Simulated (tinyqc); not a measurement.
p-n diode with diffusion and depletion-layer recombination: two steps of the calculation.

Abrupt junction in the depletion approximation, low injection, full ionisation, neutral widths fixed, ohmic contact on the p side. Vj is the junction voltage; where a series resistance Rs is given, V = Vj + J Rs is the terminal voltage.

Inputs (values chosen for the exercise); band and dielectric values close to those of silicon: temperature T = 300 K; band gap Eg = 1.13 eV; relative permittivity eps_r = 11.7; conduction-band density of states at T Nc = 2.8e19 cm^-3; valence-band density of states at T Nv = 2.68e19 cm^-3; acceptor density Na = 5.8e17 cm^-3; donor density Nd = 2.3e15 cm^-3; electron lifetime tn = 2e-9 s; hole lifetime tp = 4e-9 s; series resistance Rs = 0.0072 ohm cm^2; trap level above the intrinsic level Et = 0 eV; junction voltage at which recombination is evaluated Vj = 0.47 V; terminal voltage V = 0.58 V.

Constants: q = 1.602176634e-19 C, kB = 1.380649e-23 J/K, Vt = kB T/q, eps0 = 8.8541878128e-14 F/cm where lengths are in cm. Results are converted to the units shown.

Question 1. Recombination in the depleted layer. ni = sqrt(Nc Nv) exp(-Eg/(2 Vt)), Eg in volts. Vbi = Vt ln(Na Nd/ni^2), W = sqrt(2 eps0 eps_r (Vbi - Vj)(1/Na + 1/Nd)/q), xp = W Nd/(Na + Nd), xn = W Na/(Na + Nd); u(x) = q Na (x + xp)^2/(2 eps0 eps_r) for x < 0 and Vbi - Vj - q Nd (xn - x)^2/(2 eps0 eps_r) for x > 0; p = Na exp(-u/Vt), n = Nd exp((u - Vbi + Vj)/Vt); U = ni^2 (exp(Vj/Vt) - 1)/(tp (n + ni exp(Et/Vt)) + tn (p + ni exp(-Et/Vt))); J_scr = q times the integral of U from -xp to xn. Trapezoid rule on 12 equal steps.

Give: W; x; u; n; p; U; J_scr.

Answer 1.

W = 423.5 nm

```
point  x (nm)   u (V)  n (cm^-3)  p (cm^-3)  U (cm^-3 s^-1)
0        -1.7  0.0000   1.058e10   5.800e17        5.288e18
1        33.6  0.0497   7.229e10   8.486e16        3.614e19
2        68.9  0.0962   4.370e11   1.404e16        2.185e20
3       104.2  0.1383   2.226e12   2.756e15        1.111e21
4       139.5  0.1759   9.553e12   6.421e14        4.638e21
5       174.8  0.2092   3.454e13   1.776e14        1.243e22
6       210.1  0.2380   1.052e14   5.830e13        1.141e22
7       245.4  0.2623   2.700e14   2.272e13        5.450e21
8       280.7  0.2823   5.839e14   1.051e13        2.603e21
9       315.9  0.2978   1.064e15   5.767e12        1.438e21
10      351.2  0.3089   1.633e15   3.758e12        9.383e20
11      386.5  0.3155   2.111e15   2.906e12        7.259e20
12      421.8  0.3177   2.300e15   2.667e12        6.664e20
```

J_scr = 0.02337 A/cm^2

Question 2. New Vj. Diffusion current alone: J = J0 (exp(Vj/Vt) - 1), g = Vj + J Rs - V, g' = 1 + Rs J0 exp(Vj/Vt)/Vt, Vj(new) = Vj - g/g'.

Vj after iteration 1 = 0.57999808 V
J0 = J0n + J0p = 2.9356068e-10 A/cm^2

Wanted: J; g; g'; Vj after iteration 2.

Answer 2.

J = 1.6264 A/cm^2
g = 0.011708 V
g' = 1.4530
Vj after iteration 2 = 0.57194 V

tinyqc, about 0.01 s, one thread, Intel Xeon 2.30GHz (shared host): `OMP_NUM_THREADS=1 python tinyqc.py 2260013 2260014 out.jsonl`
